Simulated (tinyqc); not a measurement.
Inside a calculation. Method: RHF in the sto-3g basis, for H3+, spin multiplicity 1. One step of it, computed by the program tinyqc.

Question. Iteration 11 (converged): orbitals. Diagonalise F' = X^T F X, C = X C', fill 1 alpha and 1 beta electrons from the bottom; D = 2 C_occ C_occ^T. Each column has its largest component positive (the first on a tie).

converged F (hartree), order 1H 1s, 2H 1s, 3H 1s:
```
[[-0.584520, -0.480764, -0.481005],
 [-0.480764, -0.584409, -0.480764],
 [-0.481005, -0.480764, -0.584520]]
```

X, order 1H 1s, 2H 1s, 3H 1s:
```
[[0.864810, -0.497977, 0.447996],
 [-0.000984, 0.997882, 0.447895],
 [-0.863827, -0.499680, 0.447996]]
```

Give: F' = X^T F X; orbital energies; coefficients C; D after iteration 11.

Answer.

F' = X^T F X (hartree):
```
[[-0.1547, 0.0000, 0.0000],
 [0.0000, -0.1550, 0.0000],
 [0.0000, 0.0000, -0.9308]]
```

orbital energies (hartree): [-0.9308, -0.1550, -0.1547]

coefficients C, order 1H 1s, 2H 1s, 3H 1s:
```
[[0.4480, -0.4980, 0.8648],
 [0.4479, 0.9979, -0.0010],
 [0.4480, -0.4997, -0.8638]]
```

D after iteration 11, order 1H 1s, 2H 1s, 3H 1s:
```
[[0.4014, 0.4013, 0.4014],
 [0.4013, 0.4012, 0.4013],
 [0.4014, 0.4013, 0.4014]]
```
